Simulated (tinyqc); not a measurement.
Mass and degeneracy from charge and saturation current.

Problem. At high drain voltage only states moving towards the drain are filled: n = (N0/2) F_0(eta), N0 = gv m kB T/(pi hbar^2), F_0(x) = ln(1 + exp x), and I = q (N0/2) vT F_(1/2)(eta) per width, vT = sqrt(2 kB T/(pi m)), F_(1/2)(x) = (2/sqrt(pi)) int_0^infinity u^(1/2)/(1 + exp(u - x)) du. Find eta and m.

Parameters, values chosen for the exercise: temperature T = 350 K; valley degeneracy gv = 1.

Constants: q = 1.602176634e-19 C, kB = 1.380649e-23 J/K, hbar = 1.054571817e-34 J s, m0 = 9.1093837015e-31 kg. Results are converted to the units shown.

n = 1.8822816e12 cm^-2
I = 1182.9996 uA/um

Solution. The mass drops out of I^2/(q^2 n) = gv (kB T)^2 F_(1/2)^2/(pi^2 hbar^2 F_0), which rises with eta and so fixes it; n then gives m.

eta = 4.63
m = 0.0644 m0

tinyqc, about 0.01 s, one thread, Intel Xeon 2.30GHz (shared host): `OMP_NUM_THREADS=1 python tinyqc.py 2400091 2400092 out.jsonl`
